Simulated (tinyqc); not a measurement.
Inside a calculation. Method: MP2 on RHF in the 6-31g basis, for H4, spin multiplicity 1. One step of it, computed by the program tinyqc.

Problem. Orthogonalisation. S = U s U^T; canonical form X = U s^(-1/2), so that X^T S X = 1. Each column of U has its largest component positive (the first on a tie).

overlap S, lower triangle:
```
          1H 1s     1H 2s     2H 1s     2H 2s     3H 1s     3H 2s     4H 1s     4H 2s
1H 1s  1.000000
1H 2s  0.658292  1.000000
2H 1s  0.284028  0.429447  1.000000
2H 2s  0.429447  0.769447  0.658292  1.000000
3H 1s  0.006028  0.095212  0.206451  0.381588  1.000000
3H 2s  0.095212  0.304519  0.381588  0.715595  0.658292  1.000000
4H 1s  0.000025  0.010209  0.006000  0.095032  0.283336  0.429062  1.000000
4H 2s  0.010209  0.076590  0.095032  0.304163  0.429062  0.769024  0.658292  1.000000
```

Give: eigenvalues of S; X.

Solution.

eigenvalues of S: 0.0266  0.1384  0.3318  0.4505  0.6193  0.9317  2.0236  3.4781

X:
```
             1        2        3        4        5        6        7       8
1H 1s   0.0593  -0.5610  -0.8228   0.5566  -0.3888   0.5319  -0.2995  0.1239
1H 2s  -1.8226   1.3377   0.7950  -0.4042  -0.1468   0.2523  -0.3051  0.1854
2H 1s  -0.6290   0.5593  -0.2836   0.6681   0.7952  -0.4003  -0.1886  0.1742
2H 2s   3.8836  -1.0921   0.3395  -0.4374   0.0660  -0.1693  -0.1690  0.2525
3H 1s   0.6284   0.5599   0.2845   0.6686  -0.7934  -0.4020   0.1886  0.1741
3H 2s  -3.8805  -1.0941  -0.3399  -0.4369  -0.0658  -0.1697   0.1692  0.2525
4H 1s  -0.0590  -0.5606   0.8240   0.5553   0.3875   0.5326   0.2997  0.1237
4H 2s   1.8193   1.3377  -0.7960  -0.4033   0.1458   0.2526   0.3054  0.1853
```
